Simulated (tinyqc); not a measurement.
Modulation-doped quantum well, Poisson-Schroedinger loop with local exchange and correlation: one step of the calculation.

A well of width L centred at z = 0 between barriers Vb; effective-mass electrons, parabolic bands. The electrons come from donor sheets outside the mesh, a share fL of Ns on the left and the rest on the right, so the structure is neutral. Energies are counted from the band edge of the well, with U = 0 on the first node in the Hartree part.

Problem. Levels and probability densities. Tridiagonal Hamiltonian with psi = 0 one step beyond both ends: H_ii = C (1/m_(i-1/2) + 1/m_(i+1/2))/hz^2 + V0_i + U_i, H_(i,i+1) = -C/(m_(i+1/2) hz^2), C = hbar^2/(2 m0). The lowest 2 level(s) are kept, normalised to hz sum |psi|^2 = 1.

Values chosen for this exercise:
```
symbol  value  unit    meaning
hz        3.2    nm  mesh step
```

Constants: q = 1.602176634e-19 C, hbar = 1.054571817e-34 J s, m0 = 9.1093837015e-31 kg, hbar^2/(2 m0) = 0.0380998212 eV nm^2. Results are converted to the units shown.

```
node  fixed potential V0 (eV)  self-consistent potential U at the start (eV)
1                  0.21900000                                              0
2                  0.21900000                                              0
3                  0.21900000                                              0
4                  0.21900000                                              0
5                  0.21900000                                              0
6                  0.00000000                                              0
7                  0.00000000                                              0
8                  0.00000000                                              0
9                  0.00000000                                              0
10                 0.00000000                                              0
11                 0.00000000                                              0
12                 0.00000000                                              0
13                 0.00000000                                              0
14                 0.21900000                                              0
15                 0.21900000                                              0
16                 0.21900000                                              0
17                 0.21900000                                              0
18                 0.21900000                                              0
```

mass on the intervals 1/2, 3/2, ... (mean of both at an interface) (m0): [0.0939, 0.0939, 0.0939, 0.0939, 0.0939, 0.08735, 0.0808, 0.0808, 0.0808, 0.0808, 0.0808, 0.0808, 0.0808, 0.08735, 0.0939, 0.0939, 0.0939, 0.0939, 0.0939]

Wanted: levels; |psi|^2 of E1; |psi|^2 of E2.

Solution.

levels (eV): E1 0.004975, E2 0.019483

```
node  |psi|^2 of E1 (1/nm)  |psi|^2 of E2 (1/nm)
1                 0.000000              0.000000
2                 0.000000              0.000000
3                 0.000000              0.000000
4                 0.000004              0.000018
5                 0.000230              0.000851
6                 0.010711              0.035710
7                 0.030284              0.065967
8                 0.050964              0.046675
9                 0.064057              0.007029
10                0.064057              0.007029
11                0.050964              0.046675
12                0.030284              0.065967
13                0.010711              0.035710
14                0.000230              0.000851
15                0.000004              0.000018
16                0.000000              0.000000
17                0.000000              0.000000
18                0.000000              0.000000
```

Numbers from tinyqc (`OMP_NUM_THREADS=1 python tinyqc.py 2140015 2140016 out.jsonl`; about 0.7 s on one thread of a shared Intel Xeon 2.30GHz).
